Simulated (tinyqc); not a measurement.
What moves the results: two-band k.p model of the Delta valleys near the X point under shear strain. A value that a table varies takes the place of the one given here.

Valley pair on the [001] axis, kz counted from the X point, c = hbar^2/2m0, k0 = kx0 2 pi/a. H = (c kz^2/ml + c (kx^2 + ky^2)/mt + c k0^2/ml) 1 + (2 c k0 kz/ml) sigma_z + (D exy - 2 c kx ky/Mp) sigma_x, so E = c kz^2/ml + c (kx^2 + ky^2)/mt + c k0^2/ml -/+ sqrt((2 c k0 kz/ml)^2 + (D exy - 2 c kx ky/Mp)^2). Without strain the lower band has its minima, E = 0, at kz = +/- k0. Shifts from diagonal strain are left out.

For |eta| < 1: k_min = k0 sqrt(1 - eta^2), E_min = -Delta eta^2/2, ml(eta) = ml/(1 - eta^2), 1/m[110] = 1/mt + eta/Mp, 1/m[1-10] = 1/mt - eta/Mp. For |eta| > 1 the minimum sits at X: E_min = -Delta (2 |eta| - 1)/2, ml(eta) = ml/(1 - 1/|eta|), and eta is replaced by its sign in the transverse masses. Here Delta = 2 c k0^2/ml and eta = D exy/Delta.

s11 = (C11 + C12)/((C11 - C12)(C11 + 2 C12)), s12 = -C12/((C11 - C12)(C11 + 2 C12)), s44 = 1/C44; exx = s11 sxx + s12 (syy + szz) and cyclic, exy = s44 sxy/2; tension is positive. A uniaxial stress X along the unit vector n is s_ij = X n_i n_j.

Constants: hbar^2/2m0 = 3.80998211 eV angstrom^2; kB = 8.617333262e-05 eV/K.

Values chosen for the exercise (near those of Si; shifted at random, so the results belong to these values and not to a real crystal):
- a = 5.443 angstrom (lattice constant)
- ml = 0.915 m0 (longitudinal mass)
- mt = 0.197 m0 (transverse mass)
- kx0 = 0.148 2 pi/a (distance of the minimum from X)
- D = 15.2 eV (shear deformation potential)
- Mp = 0.237 m0 (coupling mass)
- C11 = 165.8 GPa
- C12 = 63.5 GPa
- C44 = 78.3 GPa
- Xu = 8.88 eV (uniaxial potential)
- T = 300 K (temperature)
- exy = 0.001 (shear strain)

## Sweep of the shear strain

Delta = 2 c k0^2/ml, eta = D exy/Delta.

The minimum:

| exy | eta | k_min/k0 | E_min (meV) | ml(eta) | m[110] | m[1-10] | density-of-states mass |
|---|---|---|---|---|---|---|---|
| 0.0000 | 0.000 | 1.000 | 0.0 | 0.915 | 0.1970 | 0.1970 | 0.329 |
| 0.0016 | 0.100 | 0.995 | -1.2 | 0.924 | 0.1819 | 0.2149 | 0.331 |
| 0.0040 | 0.250 | 0.968 | -7.6 | 0.976 | 0.1631 | 0.2487 | 0.341 |
| 0.0080 | 0.500 | 0.866 | -30.4 | 1.220 | 0.1391 | 0.3372 | 0.385 |
| 0.0120 | 0.750 | 0.661 | -68.4 | 2.094 | 0.1213 | 0.5236 | 0.510 |
| 0.0144 | 0.900 | 0.435 | -98.5 | 4.837 | 0.1127 | 0.7833 | 0.753 |
| 0.0192 | 1.201 | 0.000 | -170.3 | 5.476 | 0.1076 | 1.1672 | 0.883 |
| 0.0256 | 1.601 | 0.000 | -267.6 | 2.438 | 0.1076 | 1.1672 | 0.674 |

The valleys reach X at eta = 1, that is exy = 0.0160. The shift is quadratic up to eta = 1 (-7.6 meV at eta = 0.25, -30.4 meV at 0.50) and linear beyond, while 1/m[110] rises linearly, taking m[110] from 0.197 to its floor 0.1076, a gain of 83 % in 1/m. ml(eta) diverges at eta = 1; the largest value listed is 5.48. A deformation-potential model with fixed masses misses all of this.

## Tension along [110]: repopulation and mass change

The z valleys move against the x and y valleys by Xu (ezz - exx) and, through the shear, by E_min. Share of the z valleys n = w/(w + 2 exp(dE/kT)), dE the total relative shift, w = sqrt(ml(eta) m[110] m[1-10]/(ml mt^2)). Along [110]: 1/m_c = n/m[110] + (1 - n)(1/ml + 1/mt)/2. Fixed masses means E_min = 0, w = 1, m[110] = mt. Gains are against 3/(1/ml + 2/mt) at a fixed scattering time.

Results:

| X (GPa) | Xu (ezz - exx) (meV) | E_min (meV) | m[110] | m_c fixed masses | m_c with shear | gain fixed (%) | gain with shear (%) |
|---|---|---|---|---|---|---|---|
| 0.00 | 0.0 | 0.0 | 0.1970 | 0.2668 | 0.2668 | 0.0 | 0.0 |
| 0.25 | -10.9 | -0.3 | 0.1892 | 0.2535 | 0.2473 | 5.2 | 7.9 |
| 0.50 | -21.7 | -1.2 | 0.1819 | 0.2408 | 0.2266 | 10.8 | 17.7 |
| 1.00 | -43.4 | -4.8 | 0.1690 | 0.2205 | 0.1899 | 21.0 | 40.5 |
| 1.50 | -65.1 | -10.9 | 0.1577 | 0.2083 | 0.1653 | 28.0 | 61.4 |
| 2.00 | -86.8 | -19.4 | 0.1479 | 0.2022 | 0.1502 | 32.0 | 77.7 |
| 3.00 | -130.2 | -43.6 | 0.1315 | 0.1980 | 0.1316 | 34.7 | 102.6 |

At 1 GPa repopulation alone gives 21.0 % and the shear terms raise it to 40.5 %. From 2 to 3 GPa the fixed-mass gain grows by 2.8 points, towards its ceiling of 35.4 % when all electrons sit in the z valleys, whereas the gain with shear grows by 25.0 points because m[110] keeps falling.

## What each parameter does

Delta = 2 c k0^2/ml, eta = D exy/Delta. Each row changes one parameter from the base and keeps the others.

Results:

| case | eta | E_min (meV) | ml(eta) (m0) | m[110] (m0) | m[1-10] (m0) |
|---|---|---|---|---|---|
| base | 0.0625 | -0.48 | 0.9186 | 0.1873 | 0.2078 |
| ml = 0.97905 m0 | 0.0669 | -0.51 | 0.9835 | 0.1866 | 0.2086 |
| mt = 0.18321 m0 | 0.0625 | -0.48 | 0.9186 | 0.1748 | 0.1925 |
| kx0 = 0.13764 2 pi/a | 0.0723 | -0.55 | 0.9198 | 0.1858 | 0.2096 |
| D = 14.136 eV | 0.0582 | -0.41 | 0.9181 | 0.1879 | 0.2070 |
| Mp = 0.25359 m0 | 0.0625 | -0.48 | 0.9186 | 0.1879 | 0.2071 |
| exy = 0.00093 | 0.0582 | -0.41 | 0.9181 | 0.1879 | 0.2070 |

The largest shifts from the base row, up to three for each result and ties (the steps differ in size, so this ranks the rows, not the parameters). eta: kx0 +0.0098, D -0.0044, exy -0.0044, ml +0.0044; unchanged at the printed digits by mt and Mp. E_min (meV): kx0 -0.07, D +0.06, exy +0.06; unchanged at the printed digits by mt and Mp. ml(eta) (m0): ml +0.0649, kx0 +0.0012, D -0.0005, exy -0.0005; unchanged at the printed digits by mt and Mp. m[110] (m0): mt -0.0125, kx0 -0.0014, D +0.0006, exy +0.0006, ml -0.0006, Mp +0.0006. m[1-10] (m0): mt -0.0153, kx0 +0.0018, ml +0.0008, D -0.0008, exy -0.0008.

(tinyqc, `OMP_NUM_THREADS=1 python tinyqc.py 1050754 1050755 out.jsonl`, Intel(R) Xeon(R) Processor @ 2.30GHz, 1 thread, shared host, about 0.01 s.)
